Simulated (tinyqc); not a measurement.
# Bias-temperature instability from a Gaussian distribution of capture and emission barriers, step by step

A worked calculation. Computed by tinyqc, a small Python program that keeps every step. Command: `OMP_NUM_THREADS=1 python tinyqc.py 3006522 3006523 out.jsonl bti walk`. One thread of a shared host (Intel(R) Xeon(R) Processor @ 2.30GHz), about 0.01 s of CPU time with the checks. Intermediate numbers are printed to about 7 digits and carried at full precision; extremes and crossings named in words are read from the listed rows.

Each trap has a capture time tau_0 exp(E_c/(k_B T)) under stress and an emission time tau_0 exp(E_e/(k_B T)) after it. E_c is Gaussian, and E_e = E_c + d with d Gaussian and independent. A trap counts as filled once t_s exceeds its capture time and as emptied once t_r exceeds its emission time.

Inputs (values chosen for the exercise, for a model p-channel transistor):

| quantity | value | unit |
|---|---|---|
| shift with all traps filled V_max | 150 | mV |
| mean capture barrier at zero field mu_c | 1.67 | eV |
| spread of capture barriers sigma_c | 0.25 | eV |
| lowering of mu_c per field k_F | 0.032 | eV/(MV/cm) |
| oxide field F | 5 | MV/cm |
| mean of E_e - E_c at the stress field, delta | -0.17 | eV |
| spread of E_e - E_c, sigma_d | 0.23 | eV |
| time constant tau_0 | 9e-11 | s |
| temperature T | 85 | C |
| stress time t_s | 5 | s |
| recovery time t_r | 0.06 | s |
| failure criterion | 30 | mV |

Constants: k_B = 8.617333262e-05 eV/K.

## Stress

Demarcation energies E_s = k_B T ln(t_s/tau_0), E_r = k_B T ln(t_r/tau_0); mean barrier mu = mu_c - k_F F; z = (E_s - mu)/sigma_c; Phi is the standard normal distribution. Temperatures in kelvin are T(C) + 273.15. Shift without recovery dV0 = V_max Phi(z); local time exponent n = d ln dV0/d ln t_s = (k_B T/sigma_c) exp(-z^2/2)/(sqrt(2 pi) Phi(z)); apparent activation energy n E_s.

E_s = 0.7635701 eV

mean barrier mu = 1.51 eV

z = -2.985719

shift without recovery dV0 = 0.2121841 mV

time exponent n = 0.4036666

apparent activation energy = 0.3082278 eV

The stress has filled 0.14 % of the traps. The apparent energy 0.308 eV is only the share n of the barriers near 0.76 eV that are being crossed.

## Recovery

Remaining shift dV = V_max int_(-infinity)^(E_s) g(E_c) [1 - Phi((E_r - E_c - delta)/sigma_d)] dE_c, g the Gaussian density of E_c (Gauss-Legendre, 120 points over 7 sigma_c below E_s).

E_r = 0.6270679 eV

remaining shift dV = 0.07056402 mV

remaining share dV/dV0 = 0.3325604

A measurement delay of t_r hides 67 % of the shift.

## Lifetime

Solve V_max Phi(z) = criterion for t_s; the power-law extrapolation from the stress point is t_s (criterion/dV0)^(1/n); 1 year = 3.15576e7 s.

log10 of the lifetime in s = 8.241745

log10 of the power-law estimate in s = 6.026159

The power law gives a time shorter by 2.22 decades, since n falls as traps fill; ten years is log10 = 8.50.

## What a measurement delay does to the time exponent

Columns: no delay, and delays of 1 us, 1 ms and 1 s.

Shift (mV):

| t_s (s) | no delay | 1 us | 1 ms | 1 s |
|---|---|---|---|---|
| 1.00e+00 | 0.10879 | 0.08556 | 5.016366e-02 | 1.733908e-02 |
| 1.00e+01 | 0.27974 | 0.23955 | 1.598539e-01 | 6.649698e-02 |
| 1.00e+02 | 0.66746 | 0.60568 | 4.499246e-01 | 2.213800e-01 |
| 1.00e+03 | 1.47900 | 1.39379 | 1.127616e+00 | 6.436719e-01 |
| 1.00e+04 | 3.04661 | 2.93979 | 2.538060e+00 | 1.645965e+00 |
| 1.00e+05 | 5.84108 | 5.71735 | 5.174953e+00 | 3.731156e+00 |
| 1.00e+06 | 10.43840 | 10.30345 | 9.637671e+00 | 7.563188e+00 |
| 1.00e+07 | 17.41831 | 17.27706 | 1.651984e+01 | 1.383573e+01 |

Between 10 and 1000 s the apparent exponent is 0.362 without delay, 0.382 at 1 us, 0.424 at 1 ms and 0.493 at 1 s: a slow measurement loses more of a short stress than of a long one, which steepens the curve. Without delay the exponent falls from 0.410 to 0.222 over the table, so the growth is not a true power law. Caution: step-function filling and one Gaussian population are simplifications; real devices show several populations.

Checks made by the program: time exponent against a finite difference (relative difference below 1e-10).
